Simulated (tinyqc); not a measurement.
What moves the results: k.p theory built from an empirical-pseudopotential calculation at Gamma. A value that a table varies takes the place of the one given here.

Empirical pseudopotential on the fcc lattice, atoms at +/- tau, tau = a (1,1,1)/8, no spin-orbit coupling. H(G,G') = c (2 pi/a)^2 |k + G|^2 delta + VS(q) cos(q.tau) + i VA(q) sin(q.tau), q = G - G', c = hbar^2/2m0; k and G in units of 2 pi/a; VS at |q|^2 = 3, 8, 11 and VA at 3, 4, 11, in rydberg, zero elsewhere. The basis is fixed: all 113 G with |G|^2 up to Gcut. Energies are counted from the fourth level at Gamma.

k.p in the lowest n states at Gamma: H_nm = (E_n + c k^2) delta + 2 c k.<n|G|m>, k in 1/angstrom; with all states of the basis it is exact.

Empirical pseudopotential on the fcc lattice, atoms at +/- tau, tau = a (1,1,1)/8, no spin-orbit coupling. H(G,G') = c (2 pi/a)^2 |k + G|^2 delta + VS(q) cos(q.tau) + i VA(q) sin(q.tau), q = G - G', c = hbar^2/2m0; k and G in units of 2 pi/a; VS at |q|^2 = 3, 8, 11 and VA at 3, 4, 11, in rydberg, zero elsewhere. The basis holds all G with |G|^2 up to a cut-off. Energies are counted from the fourth level at Gamma.

For a multiplet A of d_A states, W(B) = (4 c/(3 d_A)) sum over n in A, m in B and i = x, y, z of |<n|G_i|m>|^2 (G in 1/angstrom, <n|G_i|m> = sum_G c_n(G)* G_i c_m(G)); the mean inverse mass of A is 1 + sum_B W(B)/(E_A - E_B). Multiplets with W = 0 are left out.

Valence parameters: D(u) = c + 4 c^2 sum_m <n|u.G|m><m|u.G|n'>/(0 - E_m) on the valence triplet, in units of c, has eigenvalues L, M, M along [100] and (L + 2M + 2N)/3, (L + 2M - N)/3 twice along [111]; g1 = -(L + 2M)/3, g2 = -(L - M)/6, g3 = -N/6.

Constants: hbar^2/2m0 = 3.80998211 eV angstrom^2; Ry = 13.60569312 eV.

Inputs chosen for the exercise (near those of Ge; the results hold for these values, not for the real material): a = 5.655 angstrom (lattice constant); VS = (-0.231, 0.01, 0.06) Ry (symmetric form factors); VA = (0, 0, 0) Ry (antisymmetric form factors); Gcut = 20 (2 pi/a)^2 (largest |G|^2 of the fixed basis); VS3 = -0.231 Ry; VS8 = 0.01 Ry; VS11 = 0.06 Ry; VA3 = 0 Ry; VA4 = 0 Ry; VA11 = 0 Ry.

## How many bands a k.p model needs: band 4 from Gamma to L

Band 4 (counted from below) at k = f (0.5, 0.5, 0.5) 2 pi/a; n ends on whole multiplets.

Energies (eV):
```
f       n = 8  n = 15  n = 27  n = 113 (exact)
0.000   0.000   0.000   0.000            0.000
0.125  -0.016  -0.064  -0.066           -0.066
0.250  -0.049  -0.226  -0.235           -0.235
0.375  -0.066  -0.428  -0.447           -0.448
0.500  -0.037  -0.622  -0.657           -0.659
0.625   0.061  -0.781  -0.835           -0.840
0.750   0.241  -0.888  -0.967           -0.976
0.875   0.514  -0.936  -1.043           -1.059
1.000   0.884  -0.919  -1.060           -1.086
```

With n = 8 the band stays within 0.05 eV of the exact one at Gamma only (error at L: +1.969 eV). With n = 15 the band stays within 0.05 eV of the exact one up to f = 0.500 (error at L: +0.167 eV). With n = 27 the band stays within 0.05 eV of the exact one over the whole line (error at L: +0.026 eV). A smaller basis can only raise a level.

## Convergence with the plane-wave basis

E_s is the lowest empty singlet, Ep its W to the valence triplet, m its mass.

Results:
```
cut-off  plane waves  E_s (eV)  Ep (eV)  m (m0)    g1    g2    g3
8                 27     1.034    20.09  0.0491  8.72  2.81  3.78
11                51     1.205    20.07  0.0568  7.71  2.44  3.25
12                59     1.233    20.06  0.0580  7.69  2.35  3.22
16                65     1.233    20.06  0.0580  7.70  2.34  3.22
19                89     1.224    20.08  0.0576  7.73  2.37  3.24
20               113     1.212    20.09  0.0570  7.78  2.40  3.26
24               137     1.212    20.09  0.0570  7.79  2.40  3.27
```

Against the last row, E_s errs most, by -0.178 eV, at cut-off 8, and by 0.000 eV in the last row but one. Ep varies by 0.1 % over the table and m by 15.7 %: the mass, near E_s/Ep, inherits the errors of both. Local form factors fix the converged values only roughly. The gap is a difference of two levels, so it need not converge steadily, and here it does not.

## What each form factor does (empirical-pseudopotential levels)

Lowest empty singlet and triplet at Gamma and the valence width there (fixed basis); lowest empty level at X = (1,0,0) and L = (1/2,1/2,1/2) from the valence top, these levels and that top with all |k + G|^2 up to 21. Singlet and triplet count orbital degeneracy. VS3 is VS at |q|^2 = 3, and so on. The row for a keeps the form factors fixed, so it is no model of a real expansion, which changes them too. Each row changes one parameter from the base and keeps the others.

Results:
```
case                singlet (eV)  triplet (eV)  X (eV)  L (eV)  width (eV)
base                       1.212         3.502   1.180   0.958      12.002
a = 5.712 angstrom         1.224         3.525   1.303   1.035      11.719
VS3 = -0.241 Ry            1.121         3.643   1.422   1.057      11.966
VS8 = 0 Ry                 0.687         3.555   1.097   0.709      12.116
VS11 = 0.05 Ry             0.651         3.265   0.901   0.573      12.211
VA3 = 0.03 Ry              1.265         3.535   0.912   0.969      12.011
VA4 = 0.03 Ry              1.182         3.597   0.786   1.020      12.006
VA11 = 0.03 Ry             1.071         3.458   0.831   0.881      12.021
```

The largest shifts from the base row, up to three for each result and ties (the steps differ in size, so this ranks the rows, not the parameters). singlet (eV): VS11 -0.561, VS8 -0.525, VA11 -0.141. triplet (eV): VS11 -0.236, VS3 +0.141, VA4 +0.095. X (eV): VA4 -0.394, VA11 -0.349, VS11 -0.279. L (eV): VS11 -0.385, VS8 -0.249, VS3 +0.100. width (eV): a -0.282, VS11 +0.209, VS8 +0.114. In a diamond crystal a small VA enters the levels at Gamma and L only in second order, by symmetry, but splits the degenerate pair at X in first order.

Program tinyqc; command `OMP_NUM_THREADS=1 python tinyqc.py 1050795 1050796 out.jsonl`; about 0.8 s on one thread of a shared Intel(R) Xeon(R) Processor @ 2.30GHz.
